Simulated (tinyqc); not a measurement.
Surface potential of a MOS transistor: implicit equation and explicit approximations: two steps of the calculation.

p-type body, charge-sheet picture, depletion and inversion only, full ionisation (an idealisation for deep acceptors), Boltzmann statistics (rough once Na exp(x - xn) passes about Nc/7). In units of Vt: xg = (Vg - Vfb)/Vt, x = psi/Vt, G = gamma/sqrt(Vt), xn = (2 phiF + Vc)/Vt. The implicit equation is (xg - x)^2 = G^2 [x - 1 + exp(x - xn)] for x above about 3. Cox = eps0 eox/tox.

Inputs (values chosen for the exercise); band and dielectric values close to those of silicon:
```
symbol  value  unit                                                                 meaning
T         250     K                                                             temperature
eox      8.87        relative permittivity of the gate insulator (close to aluminium oxide)
tox       5.5    nm                                                     insulator thickness
Vc          1     V                                                    channel-body voltage
```

Constants: q = 1.602176634e-19 C, kB = 1.380649e-23 J/K, Vt = kB T/q, eps0 = 8.8541878128e-14 F/cm where lengths are in cm. Results are converted to the units shown.

Problem 1. New x. D = exp(x - xn), f = (xg - x)^2 - G^2 (x - 1 + D), f' = -2 (xg - x) - G^2 (1 + D), x(new) = x - f/f'.

x at the start = 91.47
G = 0.82664927
xn = 88.030135
xg = 99.334675

Find: D; f; f'; x after iteration 1.

Solution 1.

D = 31.183
f = -21.278
f' = -37.721
x after iteration 1 = 90.906

Problem 2. Potential, charges and gate control. psi = Vt x; N_dep = Cox Vt G sqrt(x - 1)/q; N_inv = (Cox Vt G/q) [sqrt(x - 1 + exp(x - xn)) - sqrt(x - 1)]; dpsi/dVg = 1/[1 + G^2 (1 + exp(x - xn))/(2 (xg - x))].

converged x = 90.819902
G = 0.82664927
xn = 88.030135
xg = 99.334675

Give: psi; N_dep; N_inv; dpsi/dVg.

Solution 2.

psi = 1.9566 V
N_dep = 1.5042e12 cm^-2
N_inv = 1.3063e11 cm^-2
dpsi/dVg = 0.59057

psi lies 2.8 Vt above 2 phiF + Vc.

Numbers from tinyqc (`OMP_NUM_THREADS=1 python tinyqc.py 2122215 2122216 out.jsonl`; about 0.01 s on one thread of a shared Intel Xeon 2.30GHz).
